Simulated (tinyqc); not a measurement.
Inside a calculation. Method: coupled-perturbed Hartree-Fock on RHF in the sto-3g basis, for H3+, spin multiplicity 1. One step of it, computed by the program tinyqc.

Question. Coupled step 2. U_ai = -(mu_ai + sum_bj [4 (ai|bj) - (ab|ij) - (aj|bi)] U_bj) / (e_a - e_i); alpha = -4 sum U_ai mu_ai.

U after step 1:
```
           i1
a2  -1.921335
a3   0.000000
```

dipole integrals <a|z|i> (bohr):
```
          i1
a2  1.262382
a3  0.000000
```

orbital energies (hartree): MO1 -1.050110, MO2 -0.326696, MO3 0.402392

Two-electron integrals over orbitals (pq|rs), unique and non-zero (hartree):
```
(11|11) 0.597488    (21|21) 0.145879    (22|11) 0.510724    (22|22) 0.554488
(31|11) 0.100838    (31|22) -0.027599   (31|31) 0.131685    (32|21) -0.137534
(32|32) 0.156388    (33|11) 0.602752    (33|22) 0.542573    (33|31) 0.087594
(33|33) 0.647846
```

Give: U after step 2; polarisability.

Answer.

U after step 2:
```
         i1
a2  -1.9391
a3   0.0000
```

polarisability = 9.7918 bohr^3
